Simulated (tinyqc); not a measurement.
Body thickness for a wanted scale length.

Question. A double-gate structure has tan(pi ti/Lambda) tan(pi ts/(2 Lambda)) = ei/eps_r, both angles below pi/2. Find ts.

Inputs (values chosen for the exercise); permittivities: semiconductor made up, insulator close to that of silicon nitride: relative permittivity of the semiconductor eps_r = 14.7; relative permittivity of the insulator ei = 7.37; insulator thickness ti = 2.7 nm.

Lambda = 15.507471 nm

Answer. The condition is explicit in ts: an arctangent, taken between 0 and pi/2.

ts = 6.800 nm

Computed by the program tinyqc: `OMP_NUM_THREADS=1 python tinyqc.py 2420008 2420009 out.jsonl`, one thread of a shared Intel Xeon 2.30GHz, about 0.01 s for the whole run.
